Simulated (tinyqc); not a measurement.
## Hole mobility in a silicon inversion layer, empirical terms and Matthiessen rule: effect of the charge at the interface

Inversion layer of sheet density Ns on a uniformly doped body. The mobility terms are empirical power laws with prefactors chosen for the exercise; adding their inverses (Matthiessen) is itself an approximation.

ni = sqrt(Nc Nv) exp(-Eg/(2 Vt)), Eg in volts; Ndep = sqrt(2 eps0 eps_r Nb (2 Vt ln(Nb/ni) + Vsb)/q); E = q (Ndep + eta Ns)/(eps0 eps_r), in MV/cm. With t = T/(300 K): muC = Ac (Ns/1e12 cm^-2) t/(Nb/1e17 cm^-3 + Nit/1e11 cm^-2), muP = Ap E^(-1/3) t^(-1.75), muS = As E^(-gs); 1/mu is the sum of the inverses.

Parameters, values chosen for the exercise; material values close to those of silicon:

| symbol | value | unit | meaning |
|---|---|---|---|
| T | 350 | K | temperature |
| Eg | 1.14 | eV | band gap |
| eps_r | 11.7 |  | relative permittivity of the semiconductor |
| Nc | 3.5e19 | cm^-3 | conduction-band density of states at T |
| Nv | 3.4e19 | cm^-3 | valence-band density of states at T |
| Nb | 1.4e18 | cm^-3 | body doping |
| Vsb | 0.6 | V | reverse body bias |
| eta | 0.3333 |  | weight of the inversion charge in the effective field |
| Ap | 115 | cm^2/(V s) | phonon-limited mobility at 1 MV/cm and 300 K |
| As | 366 | cm^2/(V s) | roughness-limited mobility at 1 MV/cm |
| gs | 1 |  | exponent of the roughness term |
| Ac | 2100 | cm^2/(V s) | Coulomb prefactor |
| Ns | 2.1e12 | cm^-2 | inversion density |

Constants: q = 1.602176634e-19 C, kB = 1.380649e-23 J/K, Vt = kB T/q, eps0 = 8.8541878128e-14 F/cm where lengths are in cm. Results are converted to the units shown.

The same in every row: E (MV/cm) = 0.92666; muP (cm^2/(V s)) = 90.067; muS (cm^2/(V s)) = 394.97.

Result of one run:
```
Nit (cm^-2)  muC (cm^2/(V s))  mu (cm^2/(V s))
3.2e10                 359.29           60.909
```

What becomes of these results when the charge at the interface Nit is changed from 3.2e10 to 1e10 cm^-2, all else the same?

Result of the changed run:
```
Nit (cm^-2)  muC (cm^2/(V s))  mu (cm^2/(V s))
1e10                   364.89           61.068
```

The whole series:
```
Nit (cm^-2)  muC (cm^2/(V s))  mu (cm^2/(V s))
1e10                   364.89           61.068
3.2e10                 359.29           60.909
1e11                   343.00           60.423
3.2e11                 299.13           58.901
1e12                   214.38           54.647
3.2e12                 111.85           44.296
1e13                   45.132           27.939
```

As Nit goes from 1e10 to 1e13 cm^-2, E stays at 0.927 MV/cm and mu falls from 61.1 to 27.9 cm^2/(V s). The smallest term is the phonon one in the first row and the Coulomb one in the last.

tinyqc, about 0.01 s, one thread, Intel Xeon 2.30GHz (shared host): `OMP_NUM_THREADS=1 python tinyqc.py 2510133 2510134 out.jsonl`
